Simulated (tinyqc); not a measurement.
Fermi-Dirac statistics of conduction electrons: sweeps and comparisons. A value that a table varies takes the place of the one given here.

Non-parabolic band E (1 + alpha E) = c k^2/m: n = Nc (2/sqrt(pi)) integral_0^infinity sqrt(x (1 + a x)) (1 + 2 a x) dx/(1 + exp(x - eta)) with a = alpha kT and eta = (EF - Ec)/kT; a = 0 gives n = Nc F_1/2(eta).

Constants: hbar^2/2m0 = 3.80998211 eV angstrom^2; kB = 8.617333262e-05 eV/K.

Parameters, chosen for this exercise (near those of Ge, lowest valleys alone; not measured data):
```
symbol  value    unit      meaning
m       0.5574   m0        density-of-states mass of the conduction band
T       77       K
alpha   0.64     1/eV      non-parabolicity
m1      0.0833   m0        mass of one isotropic band with spin
L       150      angstrom  confinement length used to compare densities
n       2.3e+18  1/cm^3    electron density
```

## Parabolic against non-parabolic filling

N = 2 (m kB T/(4 pi c))^(3/2) with c = hbar^2/2m0, in 1/angstrom^3; times 1e24 for 1/cm^3. k_F = (3 pi^2 n)^(1/3) and the energy E0 that solves E (1 + alpha E) = c k_F^2/m give the limit of zero temperature.

EF - Ec (meV):
```
n (1/cm^3)  parabolic  non-parabolic  non-parabolic, 0 K
1.0e+17         -17.1          -17.2                 1.4
5.0e+17          -5.8           -5.9                 4.1
2.0e+18           6.0            5.8                10.3
7.0e+18          22.2           21.7                23.6
2.0e+19          47.4           45.9                46.8
7.0e+19         110.8          103.7               104.2
```

Non-parabolicity lowers EF by 0.1 meV at the lowest density and by 7.1 meV at the highest, where alpha (EF - Ec) = 0.07. Temperature lowers EF below its 0 K value by 18.7 meV at the lowest density and by 0.5 meV at the highest. EF enters the band between 5e+17 and 2e+18 1/cm^3. In Ge the Gamma and Delta valleys, 0.14 and 0.18 eV up, would start to fill in the rows with EF above about 100 meV.

## Dimension (statistics of electrons in three, two and one dimensions)

One band edge at E = 0, lambda = sqrt(4 pi c/(m1 kT)) with c = hbar^2/2m0. Densities with spin: n3 = (2/lambda^3) F_1/2(eta), n2 = (2/lambda^2) F_0(eta) with F_0 = ln(1 + exp(eta)), n1 = (2/lambda) F_-1/2(eta). F_j(eta) = (1/Gamma(j + 1)) integral_0^infinity x^j dx/(1 + exp(x - eta)), which tends to exp(eta) for eta << 0.

The last two columns turn the sheet and line densities into volume densities, n2/L and n1/L^2, over n3.

Densities:
```
eta  n3 (1/cm^3)  n2 (1/cm^2)  n1 (1/cm)  (n2/L)/n3  (n1/L^2)/n3
-4      1.43e+15     4.19e+09   1.23e+04       1.96         3.83
-2      1.01e+16     2.93e+10   8.40e+04       1.93         3.68
-1      2.57e+16     7.23e+10   2.00e+05       1.88         3.45
0       6.00e+16     1.60e+11   4.11e+05       1.78         3.04
1       1.24e+17     3.03e+11   6.98e+05       1.64         2.51
2       2.22e+17     4.91e+11   9.95e+05       1.48         2.00
4       5.11e+17     9.28e+11   1.49e+06       1.21         1.29
8       1.36e+18     1.85e+12   2.15e+06      0.904        0.703
```

lambda = 294.3 angstrom

Far below the edge all three follow exp(eta), and the ratios tend to lambda/L = 1.962 and its square. From eta = 4 to 8 the densities grow by 2.67, 1.99 and 1.45, near the powers 2^(3/2), 2 and 2^(1/2) that the densities of states E^(1/2), E^0 and E^(-1/2) give. One subband serves while EF stays several kT below the second, 9.1 kT up for hard walls; rows with a larger eta, if any, overfill it.

## What moves the Fermi level

N = 2 (m kB T/(4 pi c))^(3/2) with c = hbar^2/2m0, in 1/angstrom^3; times 1e24 for 1/cm^3. Each row changes one parameter from the base and keeps the others.

Results:
```
case                 parabolic EF - Ec (meV)  non-parabolic EF - Ec (meV)
base                                    7.38                         7.17
m = 0.6131 m0                           5.93                         5.73
T = 127 K                               0.61                         0.20
n = 1.15e+18 1/cm^3                     0.86                         0.71
alpha = 0.96 1/eV                       7.38                         7.07
```

The largest shifts from the base row, up to three for each result and ties (the steps differ in size, so this ranks the rows, not the parameters). parabolic EF - Ec (meV): T -6.77, n -6.52, m -1.46; unchanged at the printed digits by alpha. non-parabolic EF - Ec (meV): T -6.97, n -6.46, m -1.44.

Run: tinyqc, `OMP_NUM_THREADS=1 python tinyqc.py 1680408 1680409 out.jsonl`; Intel(R) Xeon(R) Processor @ 2.30GHz, one thread, shared host; about 0.01 s of CPU time with all checks.
